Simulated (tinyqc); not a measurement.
Hexagonal on-chip spiral inductor, lumped pi model: quality factor against frequency.

Outer diameter do = di + 2 n wd + 2 (n - 1) sp, mean da = (do + di)/2, fill p = (do - di)/(do + di), length l = 3.464 n da. L = 2.33 mu0 n^2 da/(1 + 3.82 p), mu0 = 4 pi 1e-7 H/m. Rs = rho l/(wd delta (1 - exp(-th/delta))), delta = sqrt(rho/(pi f mu0)). Cs = n wd^2 eps0 eo/hu across the coil. At each end Cox = l wd eps0 eo/(2 ho) leads to the substrate branch Rsi = 2 rs he/(l wd) in parallel with Csi = l wd eps0 11.7/(2 he). With one end grounded Y = 1/(Rs + i w L) + i w Cs + 1/[1/(i w Cox) + 1/(1/Rsi + i w Csi)], w = 2 pi f; Q = -Im Y/Re Y. Eddy currents in neighbouring turns and in the substrate are left out.

Apparent inductance Im(1/Y)/w; share of the loss Re(substrate branch)/Re Y.

Parameters, values chosen for the exercise; values of the order met in silicon radio-frequency processes:
```
symbol,value,unit,meaning
n,3.5,,number of turns
wd,10,um,line width
sp,2,um,space between turns
di,80,um,inner diameter
th,4,um,metal thickness
rho,1.9,uohm cm,metal resistivity
ho,5.8,um,oxide below the coil
hu,1.1,um,oxide between coil and underpass
eo,3.9,,relative permittivity of the oxide
rs,1000,ohm cm,substrate resistivity
he,30,um,effective spreading depth in the substrate
```

Constants: eps0 = 8.8541878128e-12 F/m. Results are converted to the units shown.

Quality factor against frequency:
```
f (GHz)	Rs (ohm)	w L/Rs	Q	apparent inductance (nH)	loss in the substrate (%)
0.37	1.144	3.848	3.847	1.894	0.01716
0.61	1.296	5.599	5.592	1.895	0.04036
0.99	1.498	7.863	7.840	1.897	0.09102
1.6	1.770	10.75	10.68	1.903	0.1999
2.7	2.179	14.74	14.45	1.921	0.4596
4.3	2.674	19.13	18.24	1.966	0.9440
7.1	3.384	24.96	21.98	2.106	2.010
12	4.373	32.65	22.18	2.662	4.334
19	5.494	41.14	10.34	6.847	8.288
```

Read the table: what changes, and by how much?

Q goes from 3.85 through a maximum of 22.2 (at f = 12 GHz among the rows listed) to 10.3; the exact peak is 23.0 at 9.66 GHz and Q reaches zero at the self-resonance, 22.3 GHz. The share of the substrate rises from 0.0172 to 8.29 %, and the apparent inductance ends at 3.62 times L. At the peak the substrate takes 3.16 % of the loss. For f = 19 the coil is longer than 0.15 of a wavelength in the oxide, where one lumped section is rough.

Computed by the program tinyqc: `OMP_NUM_THREADS=1 python tinyqc.py 2302240 2302241 out.jsonl`, one thread of a shared Intel Xeon 2.30GHz, about 0.01 s for the whole run.
